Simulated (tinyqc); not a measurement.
Read current of a NAND string, cells in series solved by shooting: one step of the calculation.

Cells in series, numbered from 0 at the source line (0 V) to the bit line, each followed by a gap resistance Rg. A cell with gate Vg, threshold VT, source Vs and drain Vd passes I = 2 nf K Vt^2 [F(Vs) - F(Vd)]/(1 + th max(Vg - VT, 0)), F(V) = ln^2(1 + exp((Vg - VT - nf V)/(2 nf Vt))). The selected cell has Vg = Vr, the others Vg = Vp.

Question. Node voltages for a trial current. For a trial current I start at 0 V and, cell by cell (the selected one is cell 3), solve for the drain: sqrt(F(Vd)) = sqrt(F(Vs) - I/k), k = 2 nf K Vt^2/(1 + th max(Vg - VT, 0)), Vd = [Vg - VT - 2 nf Vt ln(exp(sqrt F) - 1)]/nf, then add I Rg.

Parameters, values chosen for the exercise; values of the order met in vertical NAND strings: temperature T = 358 K; gain factor of a cell K = 11 uA/V^2; slope factor nf = 1.3; mobility reduction factor th = 0.16 1/V; resistance of the gap between cells Rg = 5.6 kohm; bit-line voltage Vbl = 0.4 V; pass voltage Vp = 6.4 V; read voltage on the selected word line Vr = 3.19 V.

Constants: q = 1.602176634e-19 C, kB = 1.380649e-23 J/K, Vt = kB T/q. Results are converted to the units shown.

second trial current = 0.71 uA
thresholds from the source end, cell 0 to 4 (V): [4.3, -2, 4.3, 2.5, 4.3]

Find: node voltage after each cell and gap, trial 2.

Answer.

node voltage after each cell and gap, trial 2, cell 0 to 4 (V): [0.045575, 0.067716, 0.11516, 0.28577, 0.34061]

Numbers from tinyqc (`OMP_NUM_THREADS=1 python tinyqc.py 2142087 2142088 out.jsonl`; about 0.5 s on one thread of a shared Intel Xeon 2.30GHz).
